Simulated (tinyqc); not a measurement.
Bandgap voltage reference from two bipolar transistors: one step of the calculation.

Two transistors of area 1 and N carry the same current I. Is(T) = Is (T/T0)^eta exp[(Vg0 q/kB)(1/T0 - 1/T)], VBE1 = Vt ln(I/Is(T)) + I rb, VBE2 = Vt ln(I/(N Is(T))) + I rb/N. The amplifier forces I R1(T) = VBE1 - VBE2 + Vos, with R(T) = R (1 + tc (T - T0)) for both resistors, and the output is Vref = VBE1 + I R2(T). Base currents and the Early effect are neglected.

Task. Resistor for zero slope at T0, ideal case. With tc = 0, Vos = 0 and rb = 0 the current is proportional to T, dVBE/dT = (VBE - Vg0 - (eta - 1) Vt)/T, and Vref has zero slope at T0 when Vref = Vg0 + (eta - 1) Vt0. Find VBE1, its slope, that Vref, R2/R1 and the curvature d2Vref/dT2 = -(eta - 1) kB/(q T0).

Inputs (values chosen for the exercise); values of the order met in silicon bipolar transistors:

| symbol | value | unit | meaning |
|---|---|---|---|
| T0 | 298 | K | reference temperature |
| Vg0 | 1.192 | V | band-gap voltage extrapolated to 0 K |
| eta | 3.5 |  | temperature exponent of the saturation current |
| Is | 4.2e-17 | A | saturation current of the unit transistor at T0 |
| N | 4 |  | area ratio of the second transistor |
| R1 | 14 | kohm | resistor across which the difference of VBE falls, at T0 |

Constants: q = 1.602176634e-19 C, kB = 1.380649e-23 J/K. Results are converted to the units shown.

Find: VBE1; dVBE/dT; Vref; R2/R1; curvature.

Result.

VBE1 = 0.63754 V
dVBE/dT = -2.0760 mV/K
Vref = 1.2562 V
R2/R1 = 17.378
curvature = -0.72293 uV/K^2

Numbers from tinyqc (`OMP_NUM_THREADS=1 python tinyqc.py 2062019 2062020 out.jsonl`; about 0.02 s on one thread of a shared Intel Xeon 2.30GHz).
